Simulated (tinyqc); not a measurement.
# MOSFET in the linear regime without short-channel effects, parameter extraction from computed curves: extraction methods against the body factor

Inversion charge Q = Cox n Vt W0(exp((Vg - VT)/(n Vt))), W0 the Lambert function and n = nf; u = Q/Cox; mobility mu = mu0/(1 + th1 u + th2 u^2); channel resistance Rch = (L - dL)/(W mu Q); Id = Vd/(Rch + Rsd/W). Cox = eps0 eox/tox. Small Vd, no channel-length or drain effects.

From the continuous curve Id(Vg): tangent at peak gm (V_ext = Vg - Id/gm); constant current Id = 0.1 uA W/L; peak of d2Id/dVg2; Y = Id/sqrt(gm) drawn through Vg = VT + 0.6 and VT + 0.8 V, with intercept VT_Y and slope s. Mobilities gm,max L/(W Cox Vd) and s^2 L/(W Cox Vd) with the drawn L. Last column: share of Rsd/W in the total resistance at VT + 0.8 V.

Values chosen for this exercise; channel values of the order met in silicon transistors: temperature T = 77 K; relative permittivity of the gate insulator (close to silicon dioxide) eox = 3.9; insulator thickness tox = 4.6 nm; low-field mobility mu0 = 390 cm^2/(V s); first mobility attenuation factor th1 = 0.05 1/V; second mobility attenuation factor th2 = 0 1/V^2; threshold voltage VT = 0.66 V; gate width W = 10 um; drawn gate length L = 0.051 um; drawn less effective length dL = 0.019 um; source plus drain resistance Rsd = 120 ohm um; drain voltage Vd = 0.05 V.

Constants: q = 1.602176634e-19 C, kB = 1.380649e-23 J/K, Vt = kB T/q, eps0 = 8.8541878128e-14 F/cm where lengths are in cm. Results are converted to the units shown.

Result of one run:
```
nf,V_ext (V),constant current (V),second derivative (V),VT_Y (V),mobility from gm (cm^2/(V s)),mobility from Y (cm^2/(V s)),series share (%)
1.7,0.663,0.653,0.657,0.689,459,601,44.3
```

What becomes of these results when the body factor nf is changed from 1.7 to 1.3, all else the same?

Result of the changed run:
```
nf,V_ext (V),constant current (V),second derivative (V),VT_Y (V),mobility from gm (cm^2/(V s)),mobility from Y (cm^2/(V s)),series share (%)
1.3,0.663,0.658,0.658,0.684,476,606,44.6
```

The whole series:
```
nf,V_ext (V),constant current (V),second derivative (V),VT_Y (V),mobility from gm (cm^2/(V s)),mobility from Y (cm^2/(V s)),series share (%)
1,0.664,0.661,0.658,0.681,491,609,44.8
1.1,0.664,0.660,0.658,0.682,486,608,44.8
1.2,0.663,0.659,0.658,0.683,480,607,44.7
1.3,0.663,0.658,0.658,0.684,476,606,44.6
1.4,0.663,0.657,0.657,0.685,471,604,44.5
1.5,0.663,0.656,0.657,0.687,467,603,44.5
1.6,0.663,0.655,0.657,0.688,463,602,44.4
1.7,0.663,0.653,0.657,0.689,459,601,44.3
```

The model has VT = 0.66 V and mu0 = 390 cm^2/(V s). Over the table the extracted thresholds move by 0.73 mV (tangent), 8.0 mV (constant current), 1.5 mV (second derivative), 8.1 mV (Y function). The mobility from gm falls from 491 to 459 and that from Y falls from 609 to 601 cm^2/(V s).

Program tinyqc, `OMP_NUM_THREADS=1 python tinyqc.py 2210065 2210066 out.jsonl`; Intel Xeon 2.30GHz, shared host, one thread, about 0.01 s.
